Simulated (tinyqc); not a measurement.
# Thermionic-field emission through a Schottky barrier, WKB: two studies

Metal on an n-type semiconductor with one parabolic valley; V > 0 is forward bias (metal positive). Energies E are counted from the conduction edge of the neutral semiconductor, whose Fermi level lies at -xi; that of the metal lies at -xi - V. The barrier is a parabola of height Vd = phi - xi - V (depletion approximation, no image force).

Parameters, values chosen for the exercise; band and dielectric values close to those of indium phosphide: temperature T = 350 K; electron mass me = 0.0789 m0; relative permittivity eps_r = 12.4; barrier height seen from the metal phi = 0.9 eV; donor density Nd = 1.4e19 cm^-3.

Constants: q = 1.602176634e-19 C, kB = 1.380649e-23 J/K, eps0 = 8.8541878128e-12 F/m, hbar = 1.054571817e-34 J s, h = 6.62607015e-34 J s, m0 = 9.1093837015e-31 kg, Vt = kB T/q. Results are converted to the units shown.

Each table varies one quantity; the others keep the values above.

## Contact resistivity against doping

Nc = 2 (2 pi me m0 kB T/h^2)^1.5 (times 1e-6 for cm^-3); Nd = Nc F12(-xi/Vt), F12(x) = (2/sqrt(pi)) int_0^infinity sqrt(u)/(1 + exp(u - x)) du; E00 = (hbar/2) sqrt(Nd/(me m0 eps0 eps_r)) in SI units (volts). For E < Vd, ln T(E) = -(Vd/E00) [sqrt(1 - y) - y ln((1 + sqrt(1 - y))/sqrt(y))], y = E/Vd; T(E) = 1 above. J = A* T (q/kB) int_0^infinity T(E) N(E) dE, N = ln[(1 + exp((-xi - E)/Vt))/(1 + exp((-xi - V - E)/Vt))], A* = 4 pi q me m0 kB^2/h^3 (times 1e-4 for A/(cm^2 K^2)). The integral is converged to the digits shown; the share over the barrier is that of E > Vd, and 0 means below 1e-6 %. The contact resistivity is rho_c = 1/(dJ/dV) at V = 0, where N becomes V f/Vt with f = 1/(1 + exp((E + xi)/Vt)). The last column is the thermionic value Vt exp(phi/Vt)/(A* T^2). By a common rule of thumb, E00/Vt below 0.5 marks thermionic emission, 0.5 to 5 thermionic-field emission and above 5 field emission.

Results:
```
Nd (cm^-3)  E00/Vt  rho_c (ohm cm^2)  thermionic rho_c (ohm cm^2)
9.3e16      0.1898           4.779e4                      2.365e5
4.9e17      0.4356              5659                      2.365e5
1.1e18      0.6527             577.0                      2.365e5
2.6e18       1.004             8.983                      2.365e5
5.9e18       1.512           0.03228                      2.365e5
1.3e19       2.244          1.678e-4                      2.365e5
3.1e19       3.465          2.101e-6                      2.365e5
7.1e19       5.244          1.167e-7                      2.365e5
```

Estimate the missing row, Nd = 2.1e17 cm^-3.

Computed row:
```
Nd (cm^-3)  E00/Vt  rho_c (ohm cm^2)  thermionic rho_c (ohm cm^2)
2.1e17      0.2852           2.209e4                      2.365e5
```

With this row back in the table: rho_c falls from 47800 to 1.17e-7 ohm cm^2: 0.20 of the thermionic value in the first row (thermionic emission) and 4.9e-13 of it in the last (field emission). Between the last two rows ln rho_c changes by 0.891 eV for each unit of 1/E00, to be set beside phi = 0.9 eV of the rule rho_c ~ exp(phi/E00). Even in the first row most of the current tunnels through the thin top of the barrier.

## Current against forward bias

Same model as above.

n = (dV/d ln J)/Vt.

Current against forward bias:
```
V (V)  J (A/cm^2)  share over the barrier (%)  mean E/Vd      n
0.121        1896                           0     0.2400  2.327
0.2          5380                     1.80e-6     0.2497  2.633
0.279     1.429e4                     9.29e-6     0.2651  2.715
0.358     3.722e4                     4.90e-5     0.2842  2.759
0.437     9.542e4                     2.62e-4     0.3069  2.807
0.517     2.432e5                     1.46e-3     0.3345  2.868
0.596     5.990e5                     8.13e-3     0.3678  2.948
0.675     1.434e6                      0.0466     0.4093  3.061
```

J rises from 1900 to 1.43e6 A/cm^2, and n rises from 2.33 to 3.06. The Padovani-Stratton slope is (E00/Vt) coth(E00/Vt) = 2.37; the middle row is 18 % above it.

Range of the model: The depletion approximation, a parabolic band and the neglect of image-force lowering make these currents estimates at high doping.

Program tinyqc, `OMP_NUM_THREADS=1 python tinyqc.py 2640054 2640055 out.jsonl`; Intel Xeon 2.30GHz, shared host, one thread, about 0.04 s.
